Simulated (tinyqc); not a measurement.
Inside a calculation. Method: CIS and TDHF on RHF in the 6-311g basis, for H2, spin multiplicity 1. One step of it, computed by the program tinyqc.

Question. CIS matrix, triplets. A(ia,jb) = (e_a - e_i) d_ij d_ab - (ij|ab).

orbital energies (hartree): MO1 -0.508156, MO2 0.105169, MO3 0.336020, MO4 0.525286, MO5 2.517023, MO6 2.662620

Two-electron integrals over orbitals (pq|rs), unique and non-zero (hartree):
```
p,q,r,s,(pq|rs)
1,1,1,1,0.546444
2,1,2,1,0.083512
2,2,1,1,0.377409
2,2,2,2,0.325774
3,1,1,1,-0.115066
3,1,2,2,-0.045257
3,1,3,1,0.053281
3,2,2,1,0.007031
3,2,3,2,0.027025
3,3,1,1,0.351835
3,3,2,2,0.284750
3,3,3,1,-0.040151
3,3,3,3,0.280655
4,1,2,1,-0.076882
4,1,3,2,0.015522
4,1,4,1,0.090290
4,2,1,1,-0.139047
4,2,2,2,-0.066815
4,2,3,1,0.051255
4,2,3,3,-0.053902
4,2,4,2,0.068749
4,3,2,1,0.058700
4,3,3,2,0.010372
4,3,4,1,-0.051521
4,3,4,3,0.048343
4,4,1,1,0.436489
4,4,2,2,0.337359
4,4,3,1,-0.078021
4,4,3,3,0.302281
4,4,4,2,-0.098764
4,4,4,4,0.377952
5,1,2,1,-0.028251
5,1,3,2,0.021392
5,1,4,1,0.049569
5,1,4,3,-0.027196
5,1,5,1,0.068092
5,2,1,1,-0.030340
5,2,2,2,0.001888
5,2,3,1,0.025662
5,2,3,3,-0.007666
5,2,4,2,0.016627
5,2,4,4,-0.023082
5,2,5,2,0.033039
5,3,2,1,0.035692
5,3,3,2,-0.011530
5,3,4,1,-0.046065
5,3,4,3,0.024957
5,3,5,1,-0.039445
5,3,5,3,0.030977
5,4,1,1,0.118088
5,4,2,2,0.046089
5,4,3,1,-0.055024
5,4,3,3,0.046239
5,4,4,2,-0.055442
5,4,4,4,0.085267
5,4,5,2,-0.042851
5,4,5,4,0.079897
5,5,1,1,0.570622
5,5,2,2,0.394523
5,5,3,1,-0.134838
5,5,3,3,0.357143
5,5,4,2,-0.160411
5,5,4,4,0.471048
5,5,5,2,-0.067019
5,5,5,4,0.176138
5,5,5,5,0.692562
6,1,1,1,-0.052075
6,1,2,2,-0.021483
6,1,3,1,0.034345
6,1,3,3,-0.016824
6,1,4,2,0.033188
6,1,4,4,-0.050334
6,1,5,2,0.039640
6,1,5,4,-0.062655
6,1,5,5,-0.121146
6,1,6,1,0.066539
6,2,2,1,-0.018552
6,2,3,2,0.010412
6,2,4,1,0.029443
6,2,4,3,-0.018811
6,2,5,1,0.040413
6,2,5,3,-0.022353
6,2,6,2,0.026213
6,3,1,1,0.080686
6,3,2,2,0.041231
6,3,3,1,-0.033011
6,3,3,3,0.031065
6,3,4,2,-0.038420
6,3,4,4,0.062420
6,3,5,2,-0.021131
6,3,5,4,0.046841
6,3,5,5,0.118876
6,3,6,1,-0.037628
6,3,6,3,0.031764
6,4,2,1,0.038755
6,4,3,2,-0.021297
6,4,4,1,-0.057631
6,4,4,3,0.029284
6,4,5,1,-0.061649
6,4,5,3,0.040880
6,4,6,2,-0.037967
6,4,6,4,0.063666
6,5,2,1,0.126479
6,5,3,2,-0.018318
6,5,4,1,-0.143917
6,5,4,3,0.093939
6,5,5,1,-0.114704
6,5,5,3,0.090555
6,5,6,2,-0.070810
6,5,6,4,0.122686
6,5,6,5,0.299073
6,6,1,1,0.581669
6,6,2,2,0.391295
6,6,3,1,-0.137522
6,6,3,3,0.362031
6,6,4,2,-0.164562
6,6,4,4,0.473553
6,6,5,2,-0.070253
6,6,5,4,0.179324
6,6,5,5,0.694717
6,6,6,1,-0.115978
6,6,6,3,0.117967
6,6,6,6,0.708147
```

Give: CIS matrix A, triplet.

Answer.

CIS matrix A, triplet (hartree):
```
,1>2,1>3,1>4,1>5,1>6
1>2,0.236,0.000,0.139,0.030,0.000
1>3,0.000,0.492,0.000,0.000,-0.081
1>4,0.139,0.000,0.597,-0.118,0.000
1>5,0.030,0.000,-0.118,2.455,0.000
1>6,0.000,-0.081,0.000,0.000,2.589
```
